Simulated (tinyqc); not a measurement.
Convergence with the plane-wave basis: k.p theory built from an empirical-pseudopotential calculation at Gamma.

Empirical pseudopotential on the fcc lattice, atoms at +/- tau, tau = a (1,1,1)/8, no spin-orbit coupling. H(G,G') = c (2 pi/a)^2 |k + G|^2 delta + VS(q) cos(q.tau) + i VA(q) sin(q.tau), q = G - G', c = hbar^2/2m0; k and G in units of 2 pi/a; VS at |q|^2 = 3, 8, 11 and VA at 3, 4, 11, in rydberg, zero elsewhere. The basis holds all G with |G|^2 up to a cut-off. Energies are counted from the fourth level at Gamma.

For a multiplet A of d_A states, W(B) = (4 c/(3 d_A)) sum over n in A, m in B and i = x, y, z of |<n|G_i|m>|^2 (G in 1/angstrom, <n|G_i|m> = sum_G c_n(G)* G_i c_m(G)); the mean inverse mass of A is 1 + sum_B W(B)/(E_A - E_B). Multiplets with W = 0 are left out.

Valence parameters: D(u) = c + 4 c^2 sum_m <n|u.G|m><m|u.G|n'>/(0 - E_m) on the valence triplet, in units of c, has eigenvalues L, M, M along [100] and (L + 2M + 2N)/3, (L + 2M - N)/3 twice along [111]; g1 = -(L + 2M)/3, g2 = -(L - M)/6, g3 = -N/6.

Constants: hbar^2/2m0 = 3.80998211 eV angstrom^2; Ry = 13.60569312 eV.

Inputs chosen for the exercise (out of a larger set: near those of GaP; not measured data): a = 5.441 angstrom (lattice constant); VS = (-0.225, 0.031, 0.07) Ry (symmetric form factors); VA = (0.121, 0.071, 0.02) Ry (antisymmetric form factors).

E_s is the lowest empty singlet, Ep its W to the valence triplet, m its mass.

Results:

| cut-off | plane waves | E_s (eV) | Ep (eV) | m (m0) | g1 | g2 | g3 |
|---|---|---|---|---|---|---|---|
| 8 | 27 | 2.735 | 18.00 | 0.1331 | 3.53 | 0.79 | 1.43 |
| 11 | 51 | 2.677 | 18.57 | 0.1272 | 3.67 | 0.91 | 1.45 |
| 12 | 59 | 2.706 | 18.51 | 0.1289 | 3.72 | 0.87 | 1.46 |
| 16 | 65 | 2.708 | 18.52 | 0.1289 | 3.73 | 0.87 | 1.46 |
| 19 | 89 | 2.709 | 18.51 | 0.1291 | 3.73 | 0.87 | 1.46 |
| 20 | 113 | 2.725 | 18.50 | 0.1298 | 3.71 | 0.86 | 1.45 |
| 24 | 137 | 2.727 | 18.50 | 0.1299 | 3.71 | 0.86 | 1.45 |

How do the results move, and what explains it?

Against the last row, E_s errs most, by -0.050 eV, at cut-off 11, and by -0.002 eV in the last row but one. Ep varies by 3.1 % over the table and m by 4.6 %: the mass, near E_s/Ep, inherits the errors of both. Local form factors fix the converged values only roughly. The gap is a difference of two levels, so it need not converge steadily, and here it does not.

Computed by tinyqc, a small Python program: `OMP_NUM_THREADS=1 python tinyqc.py 1051576 1051577 out.jsonl` (the numbers bound the seed that draws the inputs); one thread of a shared host (Intel(R) Xeon(R) Processor @ 2.30GHz), about 0.7 s for the whole set of steps.
